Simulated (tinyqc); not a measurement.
Inside a calculation. Method: plane-wave Kohn-Sham cycle with exchange-only LDA in a layered model solid. One step of it, computed by the program tinyqc.

Task: Iteration 2: Hamiltonian at one k. H(m,m') = (k + G_m)^2/2 delta + V(G_m - G_m'), with V(-G) = V(G).

A solid whose potential varies along x alone (atomic units):

| parameter | value |
|---|---|
| period a | 17.800000 |
| cross-section of the cell | 10.000000 |
| electrons per cell | 2 |
| grid points | 16 |
| plane waves -n..n, n | 2 |
| k points | 1 |
| V1 in V1 cos(2 pi x/a) | -0.120000 |

V(G_m), m = 0, 1, 2, ... (hartree): -0.217981  0.174613  0.020285  0.001857  0.000261

k = 0.000000 2 pi / a

Give: H.

Result:

H (hartree):
```
       -2      -1      +0      +1     +2
-2  0.031   0.175   0.020   0.002  0.000
-1  0.175  -0.156   0.175   0.020  0.002
+0  0.020   0.175  -0.218   0.175  0.020
+1  0.002   0.020   0.175  -0.156  0.175
+2  0.000   0.002   0.020   0.175  0.031
```
